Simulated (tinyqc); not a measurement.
Global model of a low-pressure process discharge: electron temperature, density, ion flux and ion energy. From one set of inputs to another, one input at a time. Computed by tinyqc, a small Python program. Command: `OMP_NUM_THREADS=1 python tinyqc.py 3111608 3111609 out.jsonl plasma ladder`. One thread of a shared host (Intel(R) Xeon(R) Processor @ 2.30GHz), about 0.01 s of CPU time with the checks.

Maxwellian electrons with temperature T_e in eV, one positive ion, no negative ions, uniform bulk density n; rate constants have the Arrhenius form.

The inputs printed are set A. Inputs not listed in the table keep their values of set A, so the rows need not describe a real material.

Inputs (values chosen for the exercise, of the order of those of an inductive discharge in a simple atomic gas):
```
quantity                          value   unit
ion mass M                         35.5      u
ionisation prefactor K0         3.6e-14  m^3/s
ionisation energy E_iz             15.4     eV
excitation prefactor X0         2.9e-14  m^3/s
excitation energy E_ex             9.55     eV
elastic rate constant K_el        2e-13  m^3/s
ion-neutral cross section       1.1e-18    m^2
pressure p                          1.2     Pa
gas temperature T_g                 600      K
radius R                             21     cm
height L                            5.3     cm
absorbed power P                    110      W
bias power P_b                      170      W
radius of the biased electrode       10     cm
bias frequency                       60    MHz
```

Constants: k_B = 1.380649e-23 J/K; e = 1.602176634e-19 C; u = 1.6605390666e-27 kg; m_0 = 9.1093837015e-31 kg; eps_0 = 8.8541878128e-12 F/m.

Method:
- n_g = p/(k_B T_g); lambda_i = 1/(n_g sigma); h_L = 0.86/sqrt(3 + L/(2 lambda_i)), h_R = 0.8/sqrt(4 + R/lambda_i); A_eff = 2 pi R^2 h_L + 2 pi R L h_R; d_eff = pi R^2 L/A_eff.
- Particle balance: K0 exp(-E_iz/T_e) n_g d_eff = u_B, u_B = sqrt(e T_e/M).
- Root found by bracketing.
- E_c = E_iz + (X0 exp(-E_ex/T_e) E_ex + K_el (3 m_0/M) T_e)/K_iz; wall potential V_s = (T_e/2) ln(M/(2 pi m_0)); E_T = E_c + 2 T_e + T_e/2 + V_s; n = P/(e u_B A_eff E_T); ion current density J = e h_L n u_B; ionised share n/n_g.
- All bias power goes to ions: V_b = P_b/(J pi r^2). Debye length at the sheath edge lambda_D = sqrt(eps_0 T_e/(e h_L n)); Child-law sheath s = (sqrt2/3) lambda_D (2 V/T_e)^(3/4), V = V_b + V_s; ion transit time tau_i = 3 s sqrt(M/(2 e V)); collisions in the sheath s/lambda_i.

Each row keeps all changes above it:
```
input moved                         from       to  T_e (eV)  ion current density J (mA/cm^2)  sheath width s (mm)
set A                                  -        -     3.145                            0.412                10.38
gas temperature T_g (K)              600      500     2.982                            0.394                10.95
bias power P_b (W)                   170       75     2.982                            0.394                 5.99
pressure p (Pa)                      1.2     0.21     5.712                            0.449                 5.18
absorbed power P (W)                 110      620     5.712                            2.533                 0.69
ion mass M (u)                      35.5       32     5.851                            2.528                 0.71
excitation prefactor X0 (m^3/s)  2.9e-14  1.2e-14     5.851                            3.001                 0.59
ionisation prefactor K0 (m^3/s)  3.6e-14  2.9e-14     6.521                            2.758                 0.66
```

T_e goes from 3.14 to 6.52, a factor 2.07 in all. The largest single move comes from pressure p (a factor 1.92). ion current density J goes from 0.412 to 2.76, a factor 6.69 in all. The largest single move comes from absorbed power P (a factor 5.64). Sheath width s goes from 10.4 to 0.663, a factor 0.0639 in all. The largest single move comes from absorbed power P (a factor 0.134). The single moves hold for this order of the switches; the total does not depend on the order.

Extremes, crossings and ranges named in words are read from the listed rows.
